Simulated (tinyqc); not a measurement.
Inside a calculation. Model: trap-assisted generation and recombination current of an abrupt junction. Computed by tinyqc, a small Python program that keeps every step. Command: `OMP_NUM_THREADS=1 python tinyqc.py 3001738 3001739 out.jsonl junctionleak walk`. One thread of a shared host (Intel(R) Xeon(R) Processor @ 2.30GHz), about 0.01 s of CPU time with the checks. Intermediate numbers are printed to about 6 digits and carried at full precision; extremes and crossings named in words are read from the listed rows.

Depletion approximation, flat quasi-Fermi levels across the depleted layer, long neutral regions with minority lifetimes tau_n and tau_p, full ionisation and Boltzmann statistics. Voltages in exponents stand for e V.

Inputs (values chosen for the exercise, with bands and screening modelled on germanium):
```
quantity                              value    unit
gap E_g                               0.652      eV
electron mass m_e                     0.215     m_0
valleys M_c                               4       -
hole mass m_h                         0.335     m_0
dielectric constant eps                16.8       -
acceptor density N_A                  4e+16   cm^-3
donor density N_D                   1.2e+18   cm^-3
capture time tau_n                  9.1e-05       s
capture time tau_p                  3.7e-05       s
trap level E_t - E_i                      0      eV
electron diffusion coefficient D_n       12  cm^2/s
hole diffusion coefficient D_p          1.1  cm^2/s
forward bias V                         0.27       V
reverse bias V_r                       0.75       V
temperature T                           250       K
tunnelling mass m_t                    0.22     m_0
```

Field enhancement: Hurkx tunnelling factor.

Constants: k_B = 8.617333262e-05 eV/K; m_0 = 9.1093837015e-31 kg; k_B = 1.380649e-23 J/K; h = 6.62607015e-34 J s; e = 1.602176634e-19 C; eps_0 = 8.8541878128e-12 F/m; hbar = 1.054571817e-34 J s.

## Built-in voltage and diffusion current

N_c = 2 M_c (2 pi m_e k_B T/h^2)^(3/2) and N_v = 2 (2 pi m_h k_B T/h^2)^(3/2), masses in units of m_0. n_i = sqrt(N_c N_v) exp(-E_g/2 k_B T); V_bi = (k_B T/e) ln(N_A N_D/n_i^2); diffusion saturation current J_d0 = e n_i^2 [sqrt(D_n/tau_n)/N_A + sqrt(D_p/tau_p)/N_D].

k_B T = 0.0215433 eV

n_i = 1.42256e+12 cm^-3

V_bi = 0.514660 V

J_d0 = 2.99009e-09 A/cm^2

## Depleted layer under reverse bias

W = sqrt(2 eps eps_0 (V_bi - V)(1/N_A + 1/N_D)/e), x_p = W N_D/(N_A + N_D), x_n = W - x_p, peak field F_m = 2 (V_bi - V)/W; reverse bias means V = -V_r.

W = 246.301 nm

x_p = 238.356 nm

x_n = 7.94519 nm

peak field F_m = 102692 V/cm

## Field enhancement at the peak field

Both capture times are divided by 1 + Gamma, Gamma = 2 sqrt(3 pi) (F/F_G) exp((F/F_G)^2), F_G = sqrt(24 m_t (k_B T)^3)/(e hbar) (the low-field Hurkx form), F being the local field, linear in x from 0 at the edges to F_m.

F_G = 263215 V/cm

Gamma at F_m = 2.78933

## Generation across the layer

Potential from the p edge: phi = (V_bi - V) x^2/(x_p W) on the p side and (V_bi - V)[1 - (W - x)^2/(x_n W)] on the n side; p = N_A exp(-phi/k_B T), n = n_i^2 exp(V/k_B T)/p; U = (n p - n_i^2)/[tau_p (n + n_i exp(dE/k_B T)) + tau_n (p + n_i exp(-dE/k_B T))], dE = E_t - E_i, n1 = n_i exp(dE/k_B T), p1 = n_i exp(-dE/k_B T); J_t = e int U dx by the trapezoid rule on 400 intervals on each side.

Profile under reverse bias:
```
x (nm)   F (V/cm)    n (cm^-3)    p (cm^-3)  generation -U (cm^-3 s^-1)
11.918       5135  4.43026e-08  3.47040e+16                 7.17539e+11
35.753      15404  1.37997e-07  1.11414e+16                 2.71520e+12
71.507      30808  6.38604e-06  2.40756e+14                 1.58349e+14
119.178     51346  5.65922e-02  2.71677e+10                 2.46074e+16
166.849     71885  4.72111e+04  3.25660e+04                 3.11929e+16
214.520     92423  3.70761e+12  4.14682e-04                 2.17970e+16
238.356    102692  1.80626e+17  8.51195e-09                 1.14739e+12
240.719     72141  4.71326e+17  3.26203e-09                 3.26556e+11
243.897     31064  1.00908e+18  1.52364e-09                 9.40291e+10
245.884      5391  1.19375e+18  1.28794e-09                 5.15814e+10
```

## Reverse current

Generation lifetime tau_g = tau_p exp(dE/k_B T) + tau_n exp(-dE/k_B T); textbook estimate e n_i W/tau_g; generation current J_g = -J_t; total = J_g + J_d0 (1 - exp(-V_r/k_B T)).

generation current = 5.57953e-08 A/cm^2

tau_g = 1.28e-04 s

estimate e n_i W/tau_g = 4.38569e-08 A/cm^2

total reverse current = 5.87854e-08 A/cm^2

The integral is 1.27 times the estimate, through the field enhancement. Generation carries 94.9 % of the reverse current.

## Forward current and ideality

Total J = J_t + J_d0 (exp(V/k_B T) - 1); ideality n = (e/k_B T) dV/d ln J, central difference of 1 mV.

recombination current in the layer = 4.21908e-06 A/cm^2

total forward current = 8.33387e-04 A/cm^2

ideality factor = 1.00234

## Which current rules in forward bias

J_d = J_d0 (exp(V/k_B T) - 1). Ideality n = (e/k_B T) dV/d ln J, central difference of 1 mV. The rows stop just below the bias where n = 0.1 p or tau_p n = 0.1 tau_n p at the p edge, or the like at the n edge.

Forward characteristic:
```
V (V)  J_t (A/cm^2)  J_d (A/cm^2)  ideality of J_t  ideality of the sum
0.08    3.67047e-08   1.19588e-07          1.70406              1.08447
0.12    1.03675e-07   7.81843e-07          1.84686              1.05297
0.17    3.57383e-07   7.99044e-06          1.89070              1.02021
0.21    9.54090e-07   5.11767e-05          1.88760              1.00862
0.25    2.56272e-06   3.27686e-04          1.86869              1.00361
0.30    8.97873e-06   3.33747e-03          1.83211              1.00122
0.34    2.49421e-05   2.13689e-02          1.80486              1.00052
0.39    8.98025e-05   2.17640e-01          1.84868              1.00019
```

Diffusion rules over the whole range. The ideality of J_t alone lies between 1.70 and 1.89; it stays below 2 because the zone where n and p are alike widens as the field falls, and at the lowest bias the terms in n1 and p1 lower it too.

## Leakage against temperature

The gap, capture times and diffusion coefficients are held fixed. J_g = -J_t at V = -V_r. The last column is -k_B d ln(J_g + J_d0)/d(1/T) from this row and the one above.

Reverse current:
```
T (K)  generation (A/cm^2)  diffusion (A/cm^2)  activation energy (eV)
200            1.18142e-09         7.92535e-13                       -
220            6.72954e-09         3.28703e-11                0.330628
250            5.57953e-08         2.99009e-09                0.341644
280            3.01631e-07         1.07546e-07                0.390129
310            1.20142e-06         1.99480e-06                0.512513
350            5.39678e-06         4.67114e-05                0.652465
400            2.40672e-05         1.03979e-03                0.727798
```

The activation energy goes from 0.331 to 0.728 eV. Generation alone gives about E_g/2 + dE if tau_p exp(dE/k_B T) exceeds tau_n exp(-dE/k_B T), else E_g/2 - dE, here 0.326 eV, plus 1.5 k_B T, less where tunnelling helps, and diffusion E_g = 0.652 eV plus 3 k_B T; diffusion takes over by 310 K.

Checks made by the program: the integral with twice the points (relative difference 3e-09); the forward integral with twice the points (relative difference 2e-07).
